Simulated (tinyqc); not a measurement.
Changing the temperature T: chemical vapour deposition: Grove model, boundary layer, depletion and step coverage. Computed by tinyqc, a small Python program. Command: `OMP_NUM_THREADS=1 python tinyqc.py 3003655 3003656 out.jsonl cvd sweep`. One thread of a shared host (Intel(R) Xeon(R) Processor @ 2.30GHz), about 0.02 s of CPU time with the checks.

A precursor diffuses to the surface and reacts there at first order; each molecule that reacts adds one formula unit of film.

Inputs (values chosen for the exercise, close to those used for polysilicon from silane):

| quantity | value | unit |
|---|---|---|
| prefactor k0 of k_s | 2.7e+08 | cm/s |
| activation energy E | 1.57 | eV |
| total pressure p | 0.69 | torr |
| mole fraction of the precursor Y | 0.052 | - |
| gas diffusivity D0 at 273.15 K and 760 torr | 0.29 | cm^2/s |
| film density N | 5e+22 | formula units/cm^3 |
| precursor mass M | 32 | u |
| trench width w | 0.082 | um |
| aspect ratio of the trench | 22 | - |
| wafer radius R | 10 | cm |
| wafer spacing s | 0.74 | cm |

Reactor: wafer stack, low pressure.

Constants: k_B = 1.380649e-23 J/K; u = 1.6605390666e-27 kg; k_B = 8.617333262e-05 eV/K.

Method:
- k_s = k0 exp(-E/(k_B T)); C_g = Y p/(k_B T), 1 torr = 133.322 Pa; D = D0 (T/273.15)^1.75 (760/p).
- Temperatures in kelvin are T(C) + 273.15.
- Mean speed c = sqrt(8 k_B T/(pi M)); reactive sticking probability beta = 4 k_s/c.
- Between two wafers the gas diffuses inward and reacts on both faces: (D/r) d/dr (r dC/dr) = 2 k_s C/s, so C(r)/C_g = I0(phi r/R)/I0(phi) with phi^2 = 2 k_s R^2/(s D); G(r) = k_s C(r)/N, 1 cm/s = 6e8 nm/min; the mean over the wafer is eta = 2 I1(phi)/(phi I0(phi)).
- In a long trench of width w and depth l = aspect ratio x w: Knudsen diffusivity D_K = (2w) c/3 (hydraulic diameter 2w), combined as 1/D_e = 1/D_K + 1/D; D_e d2C/dz2 = 2 k_s C/w with D_e dC/dz = -k_s C at the floor. With m = sqrt(2 k_s/(w D_e)): C(floor)/C(top) = 1/[cosh(m l) + (k_s/(D_e m)) sinh(m l)].

One run for each value:

| temperature T (C) | growth rate G at the edge (nm/min) | step coverage | rate at the centre over rate at the edge | sticking probability beta |
|---|---|---|---|---|
| 530 | 0.197 | 0.99960 | 0.99878 | 2.0842e-06 |
| 560 | 0.429 | 0.99912 | 0.99742 | 4.6315e-06 |
| 590 | 0.885 | 0.99816 | 0.99483 | 9.7302e-06 |
| 620 | 1.739 | 0.99632 | 0.99014 | 1.9436e-05 |
| 650 | 3.264 | 0.99300 | 0.98205 | 3.7096e-05 |
| 680 | 5.884 | 0.98724 | 0.96872 | 6.7945e-05 |
| 710 | 10.222 | 0.97767 | 0.94777 | 1.1988e-04 |
| 740 | 17.171 | 0.96242 | 0.91634 | 2.0442e-04 |
| 770 | 27.972 | 0.93913 | 0.87151 | 3.3790e-04 |

What does the table show, and why?

Over the rows, growth rate G at the edge (nm/min) rises from 0.197 to 28.0; step coverage falls from 1.000 to 0.939; rate at the centre over rate at the edge falls from 0.999 to 0.872. Heating multiplies the growth rate by 142 over the range, while step coverage goes from 1.000 to 0.939.

Caution (all rows): the hydraulic-diameter form of D_K is rough for a slit.
